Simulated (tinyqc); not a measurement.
Inside a calculation. Model: sheet resistance and Hall data of a diffused or implanted layer. Computed by tinyqc, a small Python program that keeps every step. Command: `OMP_NUM_THREADS=1 python tinyqc.py 3027378 3027379 out.jsonl layer walk`. One thread of a shared host (Intel(R) Xeon(R) Processor @ 2.30GHz), about 0.01 s of CPU time with the checks. Intermediate numbers are printed to about 7 digits and carried at full precision; extremes and crossings named in words are read from the listed rows.

Carriers are taken equal to the net active doping down to the junction (full ionisation, which deep dopants in wide-gap hosts do not reach; no spill-over, no depletion), and the Hall factor is 1.

Inputs (values chosen for the exercise, modelled on nitrogen in 4H-SiC):

| quantity | value | unit |
|---|---|---|
| mu_min | 40.1 | cm^2/(V s) |
| mu_max | 930 | cm^2/(V s) |
| N_ref | 1.9e+17 | 1/cm^3 |
| exponent alpha | 0.61 | - |
| peak concentration N_0 | 3.2e+19 | 1/cm^3 |
| length scale l | 8.5 | nm |
| background doping N_B (opposite type) | 7.1e+16 | 1/cm^3 |
| probe current I | 0.5 | mA |
| magnetic field B | 0.3 | T |

Profile: box. Activation: complete.

Constants: e = 1.602176634e-19 C.

## Dose and junction depth

N(x) = N_0 down to x_j = l, dose N_0 l.

dose = 2.72e+13 1/cm^2

junction depth x_j = 8.5 nm

Caution: the layer is not thick against surface and junction depletion widths, which remove carriers that this model counts.

## Sheet values

Mobility mu = mu_min + (mu_max - mu_min)/(1 + (N_t/N_ref)^alpha), N_t = active doping + N_B; carriers n = active doping - N_B, all dopants active. Integrals from x_0 (0 unless stated) to x_j by the midpoint rule on 400 even intervals: 1/R_s = e int n mu dx; sheet density n_s = int n dx; Hall sheet density (int n mu dx)^2/int n mu^2 dx; Hall mobility int n mu^2 dx/int n mu dx. Mean conductivity 1/(R_s x_j); mean mobility 1/(e n_s R_s).

sheet resistance R_s = 2970.188 ohm

sheet density n_s = 2.713965e+13 1/cm^2

mean mobility = 77.42861 cm^2/(V s)

Hall sheet density = 2.713965e+13 1/cm^2

Hall mobility = 77.42861 cm^2/(V s)

mean conductivity 1/(R_s x_j) = 396.0930 S/cm

Carriers amount to 99.8 % of the dose. A Hall measurement reports 100.0 % of n_s, exactly n_s for a uniform layer.

## What the probes read

Collinear four-point probe on a large thin layer: V = I R_s ln(2)/pi. Van der Pauw on a symmetric sample: R = R_s ln(2)/pi as well. Hall voltage V_H = I B/(e x Hall sheet density); tangent of the Hall angle V_H/(I R_s).

four-point voltage = 327.6646 mV

Hall voltage = 3.449663 mV

tangent of the Hall angle = 0.002322858

## Shortcuts against the integral

Shortcuts: R_s = 1/(e Q mu) with the dose Q and the mobility at the (active) peak concentration; 1/(e n_s mu) with mu at N_t = n_s/x_j + N_B; 1/(e Q mu_max).

Sheet resistances:

| method | R_s (ohm) | deviation (%) |
|---|---|---|
| integral | 2970.188 | 0.00000 |
| dose, mobility at the peak | 2963.598 | -0.22187 |
| n_s, mobility at the mean concentration | 2968.333 | -0.06244 |
| dose, mu_max | 246.739 | -91.69282 |

The closest shortcut is «n_s, mobility at the mean concentration» (-0.1 %).

Checks made by the program: conductance integral against adaptive quadrature (relative difference below 1e-10).
